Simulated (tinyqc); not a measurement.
What moves the results: temperature and isotope dependence of a band gap in oscillator models. A value that a table varies takes the place of the one given here.

E(T) = E0 - sum_i sl_i th_i n_i(T), n = 1/(exp(th/T) - 1). The same coupling lowers the gap at 0 K by the zero-point term ZP = sum_i sl_i th_i/2, so the gap of the static lattice is E0 + ZP. Thermal expansion is taken as part of the slopes.

Two-parameter forms are made to pass through the falls at the two temperatures T12: Varshni aV T^2/(T + bV), from the line T^2/fall = (T + bV)/aV; one oscillator s1 t1/(exp(t1/T) - 1), with t1 from the ratio of the falls.

Constants: kB = 8.617333262e-05 eV/K; hbar^2/2m0 = 3.80998211 eV angstrom^2.

Parameters, chosen for this exercise (near those of diamond; not measured data):
```
symbol  value             unit   meaning
E0      5.459             eV     gap at 0 K
th      (616, 1480)       K      temperatures of two oscillators
sl      (0.2196, 0.3904)  meV/K  their high-temperature slopes
T12     (720, 1830)       K      temperatures of the fits
mm      1.14              m0     geometric mean of the density-of-states masses
T       300               K      temperature
```

## How far the fits carry

Falls of the gap from E0, and errors of the two fits against the model.

Results:
```
T (K)  fall (meV)  Varshni - model (meV)  one oscillator - model (meV)  fall/ZP
20           0.00                   0.21                          0.00    0.000
50           0.00                   1.26                          0.00    0.000
100          0.29                   4.62                         -0.27    0.001
200          6.87                  11.63                         -3.99    0.019
300         24.10                  15.27                         -6.15    0.068
400         51.56                  14.84                         -5.37    0.145
600        129.08                   6.44                         -1.75    0.362
800        224.44                  -4.01                          0.87    0.630
```

Below the first fit point the largest errors are +15.27 meV (Varshni, 300 K, on a fall of 24.10 meV) and -6.15 meV (one oscillator, 300 K); a T^2 law cannot freeze out; a single oscillator misses the soft modes. No row lies well beyond the second fit point, so the table does not test extrapolation to high T. The thermal fall stays below ZP up to 800 K.

## What the shift does to the intrinsic density

ni = 2 (mm kT/(4 pi c))^(3/2) exp(-E/2kT), c = hbar^2/2m0, with E(T) and with E0; 1 angstrom^-3 = 1e24 cm^-3. Apparent gap from an Arrhenius plot of ni/T^(3/2): E(T) - T dE/dT, dE/dT = -sum sl_i (th_i/T)^2 n_i (1 + n_i).

Results:
```
T (K)  E(T) (eV)  ni (cm^-3)  ni with E(T) / ni with E0  apparent gap (eV)
200       5.4521    3.36e-50                      1.221             5.4758
250       5.4449    3.05e-36                      1.388             5.4880
300       5.4349    6.82e-27                      1.594             5.5026
350       5.4223    3.52e-20                      1.836             5.5188
400       5.4074    4.05e-15                      2.113             5.5354
500       5.3717    5.57e-08                      2.754             5.5672
700       5.2838        10.4                      4.273             5.6187
```

Using E0 in place of E(T) understates ni by a factor that rises from 1.22 to 4.27, towards exp(sum sl/2kB) = 34.4. The slope of an Arrhenius plot returns neither E(T) nor E0 but the intercept of the tangent, 5.5026 eV at 300 K, which lies 44 meV above E0 and tends to the static gap 5.8155 eV.

## What each parameter does

Gap at T, slope -sum sl_i (th_i/T)^2 n_i (1 + n_i) and ZP. Each row changes one parameter from the base and keeps the others.

Results:
```
case                         E(T) (eV)  dE/dT (meV/K)  ZP (meV)
base                            5.4349        -0.2258    356.53
T = 340 K                       5.4251        -0.2659    356.53
E0 = 5.469 eV                   5.4449        -0.2258    356.53
th = (616, 1776) K              5.4372        -0.1933    414.31
sl = (0.2855, 0.3904) meV/K     5.4289        -0.2727    376.83
```

The largest shifts from the base row, up to three for each result and ties (the steps differ in size, so this ranks the rows, not the parameters). E(T) (eV): E0 +0.0100, T -0.0098, sl -0.0060. dE/dT (meV/K): sl -0.0469, T -0.0402, th +0.0325; unchanged at the printed digits by E0. ZP (meV): th +57.78, sl +20.30; unchanged at the printed digits by T and E0.

Computed by tinyqc, a small Python program: `OMP_NUM_THREADS=1 python tinyqc.py 1880816 1880817 out.jsonl` (the numbers bound the seed that draws the inputs); one thread of a shared host (Intel(R) Xeon(R) Processor @ 2.30GHz), about 0.01 s for the whole set of steps.
